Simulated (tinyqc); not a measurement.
Worked calculation: Lorentz oscillators and the Kramers-Kronig relations. Values are carried at full precision from step to step, so a last printed digit may differ when a step is redone from the rounded ones.

eps(E) = 1 + sum_j S_j/(E0_j^2 - E^2 - i G_j E).

Constants: hbar c = 1973.269805 eV angstrom; hbar^2/2m0 = 3.80998211 eV angstrom^2; e^2/(4 pi eps0) = 14.39964547 eV angstrom.

Inputs chosen for the exercise: E0 = (8.35, 11.85) eV (resonances); G = (1.7, 3.29) eV (widths); S = (69.3, 104.3) eV^2 (strengths); E = 8.06 eV (photon energy); h = 0.5 eV (grid step); M = 36 (grid points E_j = j h); i = 7 (grid index at which eps1 is wanted).

## Dielectric function at one energy

Evaluate each oscillator and the sum.

terms: [1.5675+4.5132i, 1.2303+0.4323i]

eps(E) = 3.7978+4.9456i
eps(0) = 2.7367

## Optical constants

n + i k = sqrt(eps1 + i eps2) with k >= 0; R = ((n - 1)^2 + k^2)/((n + 1)^2 + k^2) at normal incidence from vacuum; alpha = 2 E k/(hbar c), times 1e8 for 1/cm; loss function Im(-1/eps) = eps2/(eps1^2 + eps2^2).

Convert eps at the photon energy E into the optical constants.

n = 2.2398
k = 1.1040
R = 0.2352
alpha = 9.02e+05 1/cm
loss function = 0.1272
vacuum wavelength hc/E (hc = 1239.841984 eV nm) = 153.8 nm

The intensity falls to 1/e within 11.1 nm.

## Absorptive part on the grid

Tabulate eps2 at E_j = j h.

eps2(E_j), j = 1 .. M: [0.0209, 0.0426, 0.0657, 0.0912, 0.1203, 0.1544, 0.1960, 0.2484, 0.3169, 0.4105, 0.5452, 0.7518, 1.0943, 1.7144, 2.9025, 4.7493, 5.1907, 3.6355, 2.5735, 2.2403, 2.3435, 2.6725, 2.9495, 2.8586, 2.3945, 1.8340, 1.3651, 1.0219, 0.7797, 0.6082, 0.4846, 0.3936, 0.3251, 0.2724, 0.2312, 0.1983]

## eps1 at one grid point

Kramers-Kronig: eps1(E) = 1 + (2/pi) P integral_0^infinity E1 eps2(E1)/(E1^2 - E^2) dE1. Maclaurin rule on the grid E_j = j h, j = 1 .. M: eps1(E_i) = 1 + (4 h/pi) sum over j with j - i odd of E_j eps2(E_j)/(E_j^2 - E_i^2); nothing is added above E_M.

List the terms E_j eps2_j/(E_j^2 - E_i^2) for j - i odd, add them and form eps1.

terms in order of j (1/eV): [-0.0038, -0.0221, -0.1426, 0.2649, 0.1610, 0.1899, 0.3266, 0.7342, 0.4759, 0.2553, 0.2703, 0.2604, 0.1521, 0.0779, 0.0429, 0.0258, 0.0167, 0.0115]

sum = 3.097 1/eV
eps1(E_i) = 2.972

The oscillator formula gives 3.000 at E_i = 3.5 eV. The rule samples every 2h = 1 eV against a narrowest width of 1.7 eV and stops at 18 eV; coarse sampling and the missing tail make the difference.

## The f-sum on the grid

W(E_M) = (2/pi) h sum_j E_j eps2_j, with half weight on the last point; the full integral equals sum S_j = (hbar omega_p)^2, and the electron density follows from (hbar omega_p)^2 = 8 pi c (e^2/(4 pi eps0)) N with c = hbar^2/2m0.

W(E_M) = 151.24 eV^2
sum S = 173.60 eV^2
share reached on this grid (a step near the line widths can inflate it) = 0.871
hbar omega_p = 13.176 eV
N = 1.26e+23 1/cm^3

## Checks

- The value of eps1 at 8.075 eV from a fine, long grid (with the tail of eps2 ~ 1/E^3 added) against the oscillator formula: both 3.73.

Program tinyqc; command `OMP_NUM_THREADS=1 python tinyqc.py 1650635 1650636 out.jsonl`; about 0.1 s on one thread of a shared Intel(R) Xeon(R) Processor @ 2.30GHz.
